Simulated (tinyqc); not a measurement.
# Worked calculation: resonant-tunnelling diode, transfer matrices and Tsu-Esaki current

Program tinyqc, `OMP_NUM_THREADS=1 python tinyqc.py 2600138 2600139 out.jsonl`; Intel Xeon 2.30GHz, shared host, one thread, about 0.3 s. Printed values are rounded.

Emitter (band edge 0), barrier d1, well Lw, barrier d2, collector (edge -V). The bias drops linearly over these layers and none in the contacts; each layer is cut into ns equal slices, flat at the value of their centres. E is the energy of motion across the layers, C = hbar^2/(2 m0), psi and psi'/m are continuous. Transport is coherent, T(E) is taken as independent of the transverse momentum, and charge in the well is ignored.

Parameters, values chosen for the exercise; masses and offsets of a made-up heterostructure:
- T = 300 K (temperature)
- mw = 0.05 m0 (mass in the well, spacer and contacts)
- U1 = 1.2 eV (barrier height)
- m1 = 0.2 m0 (barrier mass)
- d1 = 1.1 nm (emitter barrier)
- Lw = 2.5 nm (well width)
- d2 = 1.1 nm (collector barrier)
- ns = 4 (slices in each layer)
- Ef = 0.11 eV (Fermi energy of both contacts above their band edges)
- V = 0.27 V (bias of the collector)
- E = 0.13434 eV (trial energy)

Constants: q = 1.602176634e-19 C, kB = 1.380649e-23 J/K, hbar = 1.054571817e-34 J s, m0 = 9.1093837015e-31 kg, Vt = kB T/q, hbar^2/(2 m0) = 0.0380998212 eV nm^2. Results are converted to the units shown.

## Slices under bias

U = edge of the layer - V x/Lt at the centre x of each slice, Lt the summed thickness.

```
slice    U (eV)  m (m0)  width (nm)
0       1.19210     0.2       0.275
1       1.17630     0.2       0.275
2       1.16051     0.2       0.275
3       1.14471     0.2       0.275
4      -0.08114    0.05       0.625
5      -0.11705    0.05       0.625
6      -0.15295    0.05       0.625
7      -0.18886    0.05       0.625
8       0.98529     0.2       0.275
9       0.96949     0.2       0.275
10      0.95370     0.2       0.275
11      0.93790     0.2       0.275
```

## Running product of the slice matrices at the trial energy

For the pair (psi, psi'/m) a flat layer has M = [[cos kd, (m/k) sin kd], [-(k/m) sin kd, cos kd]] with k = sqrt(m (E - U)/C) above its edge U, and M = [[cosh Kd, (m/K) sinh Kd], [(K/m) sinh Kd, cosh Kd]] with K = sqrt(m (U - E)/C) below it. Later slices stand to the left. With M acting on (psi, psi'/m) and v = k/m in each lead, T(E) = 4 vL vR/[(vL vR M12 - M21)^2 + (vR M11 + vL M22)^2]. vL = sqrt(mw E/C)/mw, vR = sqrt(mw (E + V)/C)/mw.

Product after each layer:
```
                 M11  M12 (nm)  M21 (1/nm)        M22
barrier d1   6.58074  0.553482     75.1017    6.46849
well         7.32895  0.629143    -77.7050   -6.53403
barrier d2  0.477573  0.105139    -10.5628  -0.231516
```

T(E) = 0.852704

## Transmission at three energies near the peak

three energies (eV): [0.13335, 0.13575, 0.13815]

The same product at each energy.

T(E) at these energies: [0.688259, 0.843175, 0.438359]

## Breit-Wigner parameters from a parabola through 1/T(E)

Near a resonance 1/T(E) = (1/Tp) [1 + (2 (E - Er)/G)^2]. With y = 1/T(E) at E0 - h, E0, E0 + h: a = (y1 + y3 - 2 y2)/(2 h^2), b = (y3 - y1)/(2 h), Er = E0 - b/(2 a), 1/Tp = y2 - b^2/(4 a), G = 2 sqrt(1/(Tp a)), tau = hbar/G.

Er = 0.135020 eV
Tp = 0.890443
G = 6.16360 meV
tau = 106.790 fs

The true maximum of T(E) lies at 0.13500 eV with height 0.8933 and full width 6.101 meV; the fitted G is 1.0 % above that width.

## Current from the resonance alone

J = J0 times the integral over E > 0 of T(E) N(E), N = ln[(1 + exp((Ef - E)/Vt))/(1 + exp((Ef - V - E)/Vt))], J0 = q^2 mw m0 kB T/(2 pi^2 hbar^3) (times 1e-4 for A/cm^2 per eV). For a sharp resonance J = J0 (pi G/2) Tp N(Er), with Er the peak energy, Tp the peak transmission and G the full width at half maximum (in eV). The three values given are estimates from a parabola through three points of 1/T(E).

J0 = 2.09183e7 A/(cm^2 eV)
N(Er) = 0.322005
J = 58.0696 kA/cm^2

The full integral over T(E) gives 58.63 kA/cm^2; the value above is 0.95 % below it. With the exact position, height and width of the peak (Er = 0.13500 eV, Tp = 0.8933, G = 6.101 meV) the formula is 1.6 % below it.
